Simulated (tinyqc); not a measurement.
# Floating body of a partially depleted SOI transistor: body voltage and kink: what changes with what

Source at 0 V. Channel current Ic = 2 nf K Vt^2 [F(0) - F(Vd)](1 + la Vd), F(V) = ln^2(1 + exp((Vg - VT - nf V)/(2 nf Vt))), VT = VT0 - gb Vb. Saturation voltage Vs = 2 Vt sqrt(F(0)) + 3 Vt, excess Ve = (Vd - Vs + sqrt((Vd - Vs)^2 + 0.0004 V^2))/2, multiplication M1 = Ai Ve exp(-Bl/Ve). Each junction passes D(v) = J1 (exp(v/Vt) - 1) + J2 (exp(v/(2 Vt)) - 1). Bipolar current Ib = bb J1 (exp(Vb/Vt) - 1). The body settles where M1 (Ic + Ib) = D(Vb) + D(Vb - Vd) + Vb/Rb; drain current Id = (1 + M1)(Ic + Ib) - D(Vb - Vd).

Values chosen for this exercise; values of the order met in partially depleted silicon-on-insulator transistors:

| symbol | value | unit | meaning |
|---|---|---|---|
| T | 300 | K | temperature |
| VT0 | 0.48 | V | threshold at zero body voltage |
| gb | 0.15 |  | fall of the threshold per volt of body voltage |
| nf | 1.27 |  | slope factor |
| K | 540 | uA/(V^2 um) | gain factor per width |
| la | 0.07 | 1/V | channel-length modulation factor |
| Ai | 2.3 | 1/V | impact-ionisation prefactor |
| Bl | 6.3 | V | impact-ionisation voltage |
| J1 | 3.8e-12 | uA/um | diffusion saturation current of each junction |
| J2 | 1e-9 | uA/um | recombination saturation current of each junction |
| bb | 0.5 |  | gain of the lateral bipolar transistor on the diffusion current |
| Rb | 1e9 | kohm um | resistance of a weak body tie to the source (1e9 stands for no tie, and the term is then dropped) |
| Vg | 0.56 | V | gate voltage |
| Vd | 2.3 | V | drain voltage |

Constants: q = 1.602176634e-19 C, kB = 1.380649e-23 J/K, Vt = kB T/q. Results are converted to the units shown.

Each table varies one quantity; the others keep the values above.

## Output curve and kink

Rows with more than one solution for Vb (latch) are left out; dId/dVd by a forward difference over 1e-4 V, swing = 1e-4 V over the change of log10 Id; M1 under 1e-12 is printed as 0.

Results:
```
Vd (V)	Vb (V)	M1	Id, floating (uA/um)	Id, grounded (uA/um)	ratio	dId/dVd, floating (uS/um)	dId/dVd, grounded (uS/um)
0.68	0.3856	2.787e-6	4.710	2.096	2.247	6.939	0.1405
1	0.5369	6.385e-4	6.274	2.143	2.927	3.592	0.1645
1.16	0.5774	0.002821	6.798	2.173	3.129	3.036	0.2096
1.32	0.6074	0.008447	7.268	2.212	3.285	2.899	0.2868
1.48	0.6306	0.01967	7.745	2.266	3.417	3.118	0.3963
1.64	0.6493	0.03858	8.283	2.340	3.539	3.657	0.5345
1.8	0.6648	0.06693	8.931	2.439	3.662	4.497	0.6962
```

Estimate the missing row, Vd = 0.84 V.

Computed row:
```
Vd (V)	Vb (V)	M1	Id, floating (uA/um)	Id, grounded (uA/um)	ratio	dId/dVd, floating (uS/um)	dId/dVd, grounded (uS/um)
0.84	0.4785	7.578e-5	5.619	2.119	2.652	4.714	0.1452
```

With this row back in the table: Vb rises from 0.386 to 0.665 V and the ratio of the currents rises from 2.25 to 3.66. The output conductance with a floating body exceeds the grounded value by the largest factor among the rows, 49.4, at Vd = 0.68 V, where Vb = 0.386 V and M1 = 2.79e-6.

## Transfer curve and swing

Same model as above.

Transfer curve and swing:
```
Vg (V)	Vb (V)	M1	Id, floating (uA/um)	Id, grounded (uA/um)	ratio	swing, floating (mV/decade)	swing, grounded (mV/decade)
0.03	0.3275	0.3002	7.664e-6	1.543e-6	4.966	63.47	75.69
0.13	0.4270	0.2999	2.622e-4	3.230e-5	8.117	66.47	75.79
0.23	0.5163	0.2984	0.007883	6.674e-4	11.81	69.32	76.45
0.33	0.5970	0.2913	0.1807	0.01299	13.91	80.67	79.41
0.43	0.6577	0.2708	2.000	0.2016	9.919	120.2	91.37
0.53	0.6937	0.2389	8.896	1.772	5.022	202.3	128.4
0.63	0.7141	0.2050	22.13	7.485	2.956	315.2	203.0
0.73	0.7263	0.1733	40.92	18.84	2.172	442.7	306.5
0.83	0.7340	0.1447	64.49	35.62	1.810	575.8	424.4
```

What does the comparison show?

Vb rises from 0.328 to 0.734 V. The smallest swing among the rows is 63.5 mV a decade with a floating body (at Vg = 0.03 V) and 75.7 with a grounded one; Vt ln 10 = 59.5. The floating swing is smaller by more than 3 % for Vg = 0.03, 0.13, 0.23 V, where the rising Vb lowers the threshold as Vg rises. In the first row the floating body raises the current by a factor of 4.97.

Range of the model: The multiplication law is an empirical form chosen for the exercise; self-heating and capacitive coupling to the body are left out, and the linear laws are rough once Vb passes about 0.7 V or M1 about 0.1.

Numbers from tinyqc (`OMP_NUM_THREADS=1 python tinyqc.py 2182067 2182068 out.jsonl`; about 0.2 s on one thread of a shared Intel Xeon 2.30GHz).
